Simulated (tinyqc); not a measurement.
Electron continuity equation in a given potential, Scharfetter-Gummel discretisation: one step of the calculation.

Steady state in one dimension: J = q mu n E + q D dn/dx with E = -dpsi/dx and D = mu Vt, dJ/dx = 0, fixed densities nL and nR at the ends. The potential is given, psi = 0 for x < L/2 and U (2 x/L - 1) beyond, and is not changed by the electrons.

Task. Bernoulli factors. d_i = (psi_(i+1) - psi_i)/Vt; B(d) = d/(exp(d) - 1), B(0) = 1. The flux on interval i is J_i = (q D/h) [n_(i+1) B(d_i) - n_i B(-d_i)].

Values chosen for this exercise: temperature T = 273 K.

Constants: q = 1.602176634e-19 C, kB = 1.380649e-23 J/K, Vt = kB T/q. Results are converted to the units shown.

psi, node 0 to 10 (V): 0.000000000  0.000000000  0.000000000  0.000000000  0.000000000  0.000000000  0.009200000  0.018400000  0.027600000  0.036800000  0.046000000

Find: d_i; B(d_i); B(-d_i).

Result.

```
interval     d_i  B(d_i)  B(-d_i)
0         0.0000   1.000    1.000
1         0.0000   1.000    1.000
2         0.0000   1.000    1.000
3         0.0000   1.000    1.000
4         0.0000   1.000    1.000
5         0.3911  0.8172    1.208
6         0.3911  0.8172    1.208
7         0.3911  0.8172    1.208
8         0.3911  0.8172    1.208
9         0.3911  0.8172    1.208
```

The largest |d_i| is 0.391, below 2, so central differences would also keep densities positive.

tinyqc, about 0.01 s, one thread, Intel Xeon 2.30GHz (shared host): `OMP_NUM_THREADS=1 python tinyqc.py 2220030 2220031 out.jsonl`
